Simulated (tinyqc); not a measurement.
Van der Pauw, Hall and four-point-probe measurements on a doped layer: one step of the calculation.

A uniform p-type layer with sheet resistance Rs = 1/(q ns mu), point contacts, low field (mu B small).

Question. New z. The van der Pauw equation exp(-pi RA z) + exp(-pi RB z) = 1 is solved for z = 1/Rs: e1 = exp(-pi RA z), e2 = exp(-pi RB z), f = e1 + e2 - 1, f' = -pi (RA e1 + RB e2), z(new) = z - f/f'.

z after iteration 2 = 0.059462465 mS
RA = 253.79553 ohm
RB = 14947.257 ohm

Find: e1; e2; f; f'; z after iteration 3.

Answer.

e1 = 0.95370
e2 = 0.061283
f = 0.014979
f' = -3.6381 kohm
z after iteration 3 = 0.063580 mS

Numbers from tinyqc (`OMP_NUM_THREADS=1 python tinyqc.py 2850128 2850129 out.jsonl`; about 0.04 s on one thread of a shared Intel Xeon 2.30GHz).
